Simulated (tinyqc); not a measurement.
# Thin-body transistor below threshold, two-dimensional Poisson equation on a small mesh: what changes with what

A thin body on a thick buried insulator of low permittivity, taken as carrying no normal field at the bottom of the body (row 0). Mobile charge is neglected (subthreshold), the body is fully depleted, and potentials are counted from the intrinsic level; rows run upward to the gate, columns from source to drain.

Inputs (values chosen for the exercise); semiconductor permittivity close to that of silicon:

| symbol | value | unit | meaning |
|---|---|---|---|
| T | 325 | K | temperature |
| eps_r | 11.7 |  | relative permittivity of the semiconductor |
| eox | 25 |  | relative permittivity of the insulator |
| tb | 6 | nm | body thickness |
| tox | 5 | nm | insulator thickness |
| L | 44 | nm | channel length |
| Na | 2.8e18 | cm^-3 | acceptor density of the depleted body |
| Vbi | 0.48 | V | potential of the source |
| Vfb | 0.05 | V | gate offset |
| Vg | 0.1 | V | gate voltage |
| Vd | 0.3 | V | drain voltage |

Constants: q = 1.602176634e-19 C, kB = 1.380649e-23 J/K, Vt = kB T/q, eps0 = 8.8541878128e-14 F/cm where lengths are in cm. Results are converted to the units shown.

Each table varies one quantity; the others keep the values above.

## Effect of the drain voltage

Mesh: rows i = 0..12 in the semiconductor (step hs = tb/12, row 12 on the interface), then 8 step(s) ho = tox/8 up to the gate row 20; columns j = 0..80 (step hy = L/80). Box integration, divided by eps0: up_i = eps hy/h of the interval above row i, dn_i = that of the interval below (0 for row 0), lat_i = (sum of eps h/2 over the intervals above and below)/hy, s_i = -q Na w_i hy/eps0 with w_i the semiconductor height of the box (hs/2 for row 0 and the interface row, hs between, 0 in the insulator). Each free node obeys (up + dn + 2 lat) psi = up psi(above) + dn psi(below) + lat [psi(left) + psi(right)] + s. Fixed values: gate row Vg - Vfb; column 0 at Vbi and the last column at Vbi + Vd in the semiconductor, each running linearly to Vg - Vfb across the insulator. The system is solved directly. On row 0 the minimum of psi and its place come from a parabola through the three lowest nodes; barrier = Vbi - minimum, swing = Vt ln 10/(d psi/dVg), DIBL = (d psi/dVd)/(d psi/dVg) there. Lambda = pi/k with k the smallest positive root of tan(k tox) tan(k tb) = eox/eps_r.

Result of one run:
```
Vd (V)  L/Lambda  barrier (V)  place y/L  swing (mV/decade)  DIBL (mV/V)
1.05       2.465       0.5185     0.4292              68.83        16.90
```

What becomes of these results when the drain voltage Vd is changed from 1.05 to 0.65 V, all else the same?

Result of the changed run:
```
Vd (V)  L/Lambda  barrier (V)  place y/L  swing (mV/decade)  DIBL (mV/V)
0.65       2.465       0.5253     0.4481              68.54        19.49
```

The whole series:
```
Vd (V)  L/Lambda  barrier (V)  place y/L  swing (mV/decade)  DIBL (mV/V)
0.05       2.465       0.5383     0.4942              68.23        27.69
0.25       2.465       0.5334     0.4750              68.30        23.90
0.45       2.465       0.5292     0.4602              68.41        21.35
0.65       2.465       0.5253     0.4481              68.54        19.49
0.85       2.465       0.5218     0.4380              68.69        18.05
1.05       2.465       0.5185     0.4292              68.83        16.90
```

As Vd goes from 0.05 to 1.05 V, the barrier falls from 0.538 to 0.519 V, the swing rises from 68.2 to 68.8 mV a decade and DIBL falls from 27.7 to 16.9 mV/V; the ideal swing is 64.5. The barrier top moves from y/L = 0.494 to 0.429, towards the source.

## Refining the mesh

The mesh has 2 c steps in the semiconductor (rows from 0 up to the interface), c steps in the insulator and 8 c along the channel, each uniform. The system is solved directly; psi is read on row 0 at mid-channel.

Refining the mesh:
```
c   unknowns  psi at mid-channel (V)  d psi/dVg
1         21                -0.03920     0.9268
2         90                -0.04855     0.9410
3        207                -0.05023     0.9435
4        372                -0.05081     0.9444
6        846                -0.05123     0.9450
8       1512                -0.05137     0.9452
12      3420                -0.05148     0.9453
```

psi at mid-channel goes from -0.03920 V on the coarsest mesh to -0.05148 V on the finest, a difference of 12 mV. d psi/dVg changes by 0.014 from c = 1 to 2, by 0.0034 from 2 to 4 and by 8.4e-4 from 4 to 8, a ratio of 4.0 between the last two, near the 4 of a second-order scheme.

## Effect of the insulator thickness

Same model as above.

Effect of the insulator thickness:
```
tox (nm)  L/Lambda  barrier (V)  place y/L  swing (mV/decade)  DIBL (mV/V)
2            3.148       0.5202     0.4766              65.75        7.591
2.8          2.956       0.5254     0.4753              66.23        10.47
3.8          2.725       0.5299     0.4734              67.03        15.31
5.3          2.403       0.5324     0.4703              68.71        25.51
7.2          2.054       0.5284     0.4660              71.68        43.78
10           1.662       0.5111     0.4595              77.69        80.90
```

What does the comparison show?

As tox goes from 2 to 10 nm, the barrier goes from 0.520 through a maximum of 0.532 (at tox = 5.3 nm among the rows listed) to 0.511 V, the swing rises from 65.8 to 77.7 mV a decade and DIBL rises from 7.59 to 80.9 mV/V; the ideal swing is 64.5. L/Lambda goes from 3.1 to 1.7.

Program tinyqc, `OMP_NUM_THREADS=1 python tinyqc.py 2480159 2480160 out.jsonl`; Intel Xeon 2.30GHz, shared host, one thread, about 0.1 s.
